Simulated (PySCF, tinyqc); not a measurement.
Worked calculation: CCD on RHF in the sto-3g basis, frozen core, for BeH+, spin multiplicity 1. The lowest restricted solution is unstable here: a spin-polarised one lies 0.0135 hartree lower (PySCF). One step of it, computed by the program tinyqc.

Question. CCD: starting amplitudes. t_ij^ab = <ij||ab> / (e_i + e_j - e_a - e_b), whose energy is MP2.

orbital energies (hartree): MO1 -4.983980, MO2 -0.633643, MO3 -0.250551, MO4 -0.119640, MO5 -0.119640, MO6 0.071808

Two-electron integrals over orbitals (pq|rs), unique and non-zero (hartree); the lowest 1 orbital is frozen and left out:
```
(22|22) 0.442287    (32|22) -0.063463   (32|32) 0.071306    (33|22) 0.330421
(33|32) 0.029029    (33|33) 0.415051    (42|42) 0.046737    (43|42) 0.035591
(43|43) 0.047198    (44|22) 0.345735    (44|32) 0.046317    (44|33) 0.375815
(44|44) 0.449859    (52|52) 0.046737    (53|52) 0.035591    (53|53) 0.047198
(54|54) 0.024249    (55|22) 0.345735    (55|32) 0.046317    (55|33) 0.375815
(55|44) 0.401360    (55|55) 0.449859    (62|22) 0.013158    (62|32) -0.057745
(62|33) -0.001204   (62|44) -0.069814   (62|55) -0.069814   (62|62) 0.114622
(63|22) -0.056750   (63|32) 0.068357    (63|33) 0.045723    (63|44) 0.041641
(63|55) 0.041641    (63|62) -0.062452   (63|63) 0.085441    (64|42) -0.024029
(64|43) -0.006108   (64|64) 0.021557    (65|52) -0.024029   (65|53) -0.006108
(65|65) 0.021557    (66|22) 0.448859    (66|32) -0.067240   (66|33) 0.359372
(66|44) 0.349461    (66|55) 0.349461    (66|62) 0.036306    (66|63) -0.058385
(66|66) 0.483356
```

Give: Starting amplitudes; correlation energy.

Answer.

Starting amplitudes (spin orbitals 1a, 1b, ...; amplitudes related by a flip of all spins are not repeated):
```
from      to       t
2a 2b  3a 3b  -0.093
2a 2b  6a 6b  -0.081
2a 2b  3a 6b   0.053
2a 2b  4a 4b  -0.045
2a 2b  5a 5b  -0.045
```

correlation energy = -0.02632 hartree
